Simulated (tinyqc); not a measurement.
# Changing the ripple wavelength over the critical one

Model: strain-driven roughening and islands of a mismatched epitaxial film. Computed by tinyqc, a small Python program. Command: `OMP_NUM_THREADS=1 python tinyqc.py 3028853 3028854 out.jsonl island sweep`. One thread of a shared host (Intel(R) Xeon(R) Processor @ 2.30GHz), about 0.01 s of CPU time with the checks.

Film and substrate share isotropic elastic constants; the film is coherent and biaxially strained.

Inputs (values chosen for the exercise, modelled on Ge on Si):
```
quantity                                     value       unit
misfit |f|                                  0.0433          -
shear modulus G                               54.5        GPa
Poisson ratio nu                              0.24          -
surface energy gamma                          1.01      J/m^2
surface mobility D_s nu_s Omega^2/(k_B T)  1.7e-34  m^6/(J s)
initial ripple amplitude A0                   0.12         nm
```

Transport: surface diffusion.

Method. M = 2 G (1 + nu)/(1 - nu); stress = M f; energy density w = M f^2. A ripple A cos(k x) has the surface chemical potential per volume [gamma k^2 - 2 (1 + nu) w k] A cos(k x), so k_c = 2 (1 + nu) w/gamma. With surface diffusion the amplitude grows at the rate q = B k^2 [2 (1 + nu) w k - gamma k^2], fastest at k_m = (3/4) k_c. B is the surface mobility. Stress at the trough = stress x (1 + 2 k A).

One run for each value:
```
ripple wavelength over the critical one  q over the largest rate  k (1/nm)  stress concentration at A0
0.8                                                   -4.630e+00     1.023                       1.246
1.0                                                    1.261e-11     0.819                       1.196
1.3                                                    9.959e-01     0.630                       1.151
1.7                                                    7.947e-01     0.482                       1.116
2.2                                                    4.857e-01     0.372                       1.089
2.9                                                    2.547e-01     0.282                       1.068
3.7                                                    1.366e-01     0.221                       1.053
4.8                                                    6.787e-02     0.171                       1.041
6.2                                                    3.337e-02     0.132                       1.032
8.0                                                    1.620e-02     0.102                       1.025
```

What does the table show, and why?

Over the rows, q over the largest rate goes from -4.63 through a maximum among these rows, 0.996 at 1.30, to 0.0162; k (1/nm) falls from 1.02 to 0.102 (exponent d ln y / d ln x about -1.0 throughout); stress concentration at A0 falls from 1.25 to 1.02 (exponent d ln y / d ln x -0.18 between the first rows and -0.027 between the last). The rate is negative below the critical wavelength, where surface energy wins, and falls again at long wavelength, as k^3, since atoms must diffuse farther.

Caution (all rows): a wavelength of a few nanometres is at the limit of continuum theory, where steps and facets rule.

Extremes, crossings and ranges named in words are read from the listed rows.
